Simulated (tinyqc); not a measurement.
Velocity against current: domain walls in a thin film with perpendicular anisotropy: Bloch, Neel and chiral walls, motion and stripe domains. Computed by tinyqc, a small Python program. Command: `OMP_NUM_THREADS=1 python tinyqc.py 3017946 3017947 out.jsonl mwall walk`. One thread of a shared host (Intel(R) Xeon(R) Processor @ 2.30GHz), about 0.01 s of CPU time with the checks.

One-dimensional wall: polar angle theta(x), azimuth phi of the moment in the wall (phi = 0 Neel, 90 degrees Bloch). mu_0 = 1.25663706212e-6 T m/A, gamma = 1.76085963023e11 rad/(s T).

Inputs (values chosen for the exercise, for a model film):
```
quantity                      value        unit
saturation magnetisation M_s   1070        kA/m
exchange stiffness A            9.5        pJ/m
uniaxial anisotropy K_u        1210      kJ/m^3
DMI constant D                 0.98      mJ/m^2
thickness t                     2.7          nm
damping alpha                 0.012           -
current density J              0.44  1e12 A/m^2
spin Hall angle theta_SH       0.14           -
```

Drive: spin-orbit torque.

Constants: hbar = 1.054571817e-34 J s; e = 1.602176634e-19 C.

Method:
- K_eff = K_u - mu_0 M_s^2/2; Delta = sqrt(A/K_eff); sigma_0 = 4 sqrt(A K_eff); profile theta = 2 arctan exp(x/Delta); quality factor Q = 2 K_u/(mu_0 M_s^2).
- sigma(phi) = sigma_0 + 2 Delta K_D cos^2(phi) - pi D cos(phi), with the wall shape anisotropy K_D = N_x mu_0 M_s^2/2, N_x = t ln 2/(pi Delta). The minimum has cos(phi) = D/D_N for D < D_N = 4 Delta K_D/pi and phi = 0 beyond; sigma turns negative at D_c = (sigma_0 + 2 Delta K_D)/pi.
- Spin-orbit drive: B_SL = hbar theta_SH J/(2 e M_s t) acts as the field (pi/2) B_SL cos(phi). Steady state: v = (gamma Delta/alpha)(pi/2) B_SL cos(phi) = gamma Delta [B_D sin(phi) - (B_K/2) sin(2 phi)], B_K = 2 K_D/M_s, B_D = pi D/(2 M_s Delta); the root with phi between its rest value and 90 degrees; v saturates at v_D = gamma Delta B_D.

K_D = 97.3880 kJ/m^3

width parameter Delta = 4.40029 nm

azimuth phi = 0 degrees

saturation velocity v_D = 253.330 m/s

Steady motion:
```
J (1e12 A/m^2)  B_SL (mT)  phi (degrees)  v (m/s)  v at fixed rest phi (m/s)
0.02                0.319         15.412    31.19                       32.4
0.05                0.797         31.332    69.08                       80.9
0.10                1.595         46.118   112.12                      161.8
0.20                3.190         60.412   159.74                      323.5
0.50                7.974         74.994   209.42                      808.8
1.00               15.948         81.796   230.82                     1617.6
2.00               31.897         85.708   242.09                     3235.1
5.00               79.742         88.237   248.87                     8087.8
```

What follows from these numbers?

The linear law holds to 5 % in 1 of the eight rows; in the last row v is 98.2 % of v_D = pi gamma D/(2 M_s), which depends on neither alpha nor theta_SH. Caution: the formula for N_x assumes a film much thinner than the wall width. Caution: pinning, heating and tilting of the wall are left out.

Extremes, crossings and ranges named in words are read from the listed rows.
